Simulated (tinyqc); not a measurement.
MOSFET in saturation, small-signal circuit and noise: one step of the calculation.

Bias by the inversion coefficient IC = I/Ispec (charge-based model with velocity saturation; weak inversion below 0.1, strong above 10). Common-source circuit: gm, gds, Cgs, Cgd and Cj at the inner nodes, Rg in series with the gate; quasi-static, no source or drain resistance, no gate-body capacitance, no substrate network, no induced gate noise, so fmax is an upper estimate.

Problem. Capacitances, gate resistance and cut-off frequencies. qs = [sqrt(1 + 4 IC) - 1]/2, Cgs = Cox W L qs (2 qs + 3)/(3 (qs + 1)^2) + Cov W, Cgd = Cov W, Cd = Cj W, Rg = Rsh (Wf/L)/(12 Nf) + Rc/W with Nf = W/Wf fingers (not rounded) contacted at both ends. fT = gm/(2 pi (Cgs + Cgd)), fmax = fT/(2 sqrt(Rg (gds + 2 pi fT Cgd))).

Values chosen for this exercise:

| symbol | value | unit | meaning |
|---|---|---|---|
| L | 28 | nm | gate length |
| W | 10 | um | total gate width |
| Cox | 0.92 | uF/cm^2 | gate capacitance |
| Cov | 0.3 | fF/um | overlap and fringe capacitance per side |
| Cj | 0.82 | fF/um | drain junction capacitance |
| Rsh | 15 | ohm | sheet resistance of the gate |
| Wf | 2 | um | finger width |
| Rc | 50 | ohm um | gate contact and vertical resistance |
| IC | 8.6 |  | inversion coefficient |

gm = 3.7743606 mS
gds = 0.56615409 mS

Wanted: Cgs; Cgd; Cd; Rg; fT; fmax.

Solution.

Cgs = 4.399 fF
Cgd = 3.000 fF
Cd = 8.200 fF
Rg = 22.86 ohm
fT = 81.19 GHz
fmax = 185.4 GHz

Overlap and fringe make up 81.1 % of the gate capacitance; fmax is 2.28 times fT.

tinyqc, about 0.01 s, one thread, Intel Xeon 2.30GHz (shared host): `OMP_NUM_THREADS=1 python tinyqc.py 2150070 2150071 out.jsonl`
